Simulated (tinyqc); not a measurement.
Plane-wave Kohn-Sham cycle with exchange-only LDA in a layered model solid, step by step. Computed by tinyqc, a small Python program that keeps every step. Settings: points = 16, plane-wave index or count = 3, electrons = 2, k points = 4, area = 33.0, mixing = 0.1, iteration cap = 69, Kerker q0 = 1.48. Command: `OMP_NUM_THREADS=1 python tinyqc.py 26158 26159 out.jsonl` (the two numbers bound the seeds that draw the settings). One thread of a shared host (Intel(R) Xeon(R) Processor @ 2.60GHz), about 0.04 s of CPU time with the checks.

A solid whose potential varies along x alone (atomic units):
```
parameter                      value
period a                   14.500000
cross-section of the cell  33.000000
electrons per cell                 2
grid points                       16
plane waves -n..n, n               3
k points                           4
V1 in V1 cos(2 pi x/a)     -0.460000
```

Stop when sqrt(dV sum R^2) is below 1e-8, dV = a A/N.

Course of the cycle:
```
iteration  E (hartree)  norm of the residual
1          -0.87608641              1.29e-01
2          -0.87079133              1.27e-01
3          -0.86551749              1.25e-01
4          -0.86027911              1.23e-01
5          -0.85508738              1.22e-01
6          -0.84995109              1.20e-01
7          -0.84487713              1.18e-01
8          -0.83987087              1.16e-01
9          -0.83493648              1.15e-01
10         -0.83007711              1.13e-01
11         -0.82529512              1.12e-01
...                ...                   ...
59         -0.67733645              6.48e-02
60         -0.67553357              6.42e-02
61         -0.67376718              6.35e-02
62         -0.67203656              6.29e-02
63         -0.67034098              6.23e-02
64         -0.66867974              6.17e-02
65         -0.66705216              6.11e-02
66         -0.66545756              6.05e-02
67         -0.66389529              5.99e-02
68         -0.66236469              5.93e-02
69         -0.66086513              5.87e-02
```

Can the last value be used, and what does the course show?

Not by the stop rule. Not converged within 69 iterations: the residual falls steadily but slowly, by a factor of about 0.99 a step. Reruns (cap 100 unless said): mixing 0.5, Kerker q0 1.0: not converged; mixing 0.3, Pulay depth 5: converged in 21 (E = -0.59225); the original settings with a cap of 400: not converged.
